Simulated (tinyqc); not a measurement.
FinFET, parasitic resistance, capacitance and delay: two steps of the calculation.

Nf fins under one contact; each has gated perimeter p = 2 Hf + Wf and cross-section A = Hf Wf; contact width Wc = Nf pf, stack height Hs = Hf. Contact length Lc = CPP - Lg - 2 Lsp, shared by two neighbouring gates. Source and drain sides are equal. The formulas are first-order estimates, not field solutions.

Values chosen for this exercise; values close to those of silicon logic devices:

| symbol | value | unit | meaning |
|---|---|---|---|
| Nf | 3 |  | number of fins |
| Hf | 55 | nm | fin height |
| Wf | 6 | nm | fin width |
| pf | 42 | nm | fin pitch |
| CPP | 45 | nm | contacted gate pitch |
| Lg | 18 | nm | gate length |
| Lsp | 7 | nm | spacer length |
| ks | 5.5 |  | relative permittivity of the spacer |
| Hc | 15 | nm | gate height above the channel stack |
| rc | 6.2e-10 | ohm cm^2 | contact resistivity |
| re | 0.00065 | ohm cm | resistivity of the source-drain epitaxy |
| te | 25 | nm | current-carrying depth of the epitaxy |
| rx | 0.0013 | ohm cm | resistivity of the extension |
| Lov | 0.5 | nm | gate overlap |
| Cinv | 2.5 | uF/cm^2 | inversion capacitance |
| Cw | 0.3 | fF | wire load |

Constants: eps0 = 8.8541878128e-12 F/m. Results are converted to the units shown.

Question 1. Geometry and resistances. Epitaxy sheet resistance Rsh = re/te, transfer length LT = sqrt(rc/Rsh), contact Rc = [sqrt(rc Rsh)/Wc] coth(Lc/(2 LT)); extension of one fin Rx = rx Lsp/A. Effective width N p; for equal currents one side has Rc + Rx/N.

Wanted: Lc; effective width; Rsh; LT; Rc; Rx; one side times effective width.

Answer 1.

Lc = 13.000 nm
effective width = 348.00 nm
Rsh = 260.00 ohm
LT = 15.442 nm
Rc = 80.121 ohm
Rx = 275.76 ohm
one side times effective width = 59.870 ohm um

Question 2. Capacitances. With N fins: gate Cg = Cinv p N Lg; per side, plate Cp = ks eps0 [Wc (Hs + Hc) - N A]/Lsp, top fringe Cf = (2/pi) ks eps0 Wc ln(1 + Lg/(2 Lsp)), overlap Co = Cinv p N Lov. Cs = Cp + Cf + Co. An inverter of two such devices driving an equal one has the load CL = 2 (Cg + 2 Cs) + 4 Cs + Cw (its own drains counted twice for the Miller effect).

Find: Cg; Cp; Cf; Co; CL.

Answer 2.

Cg = 156.6 aF
Cp = 54.47 aF
Cf = 3.229 aF
Co = 4.350 aF
CL = 1110 aF

The channel capacitance gives 28.2 % of CL, the parasitic parts 44.7 % and the wire 27.0 %.

Program tinyqc, `OMP_NUM_THREADS=1 python tinyqc.py 2170145 2170146 out.jsonl`; Intel Xeon 2.30GHz, shared host, one thread, about 0.03 s.
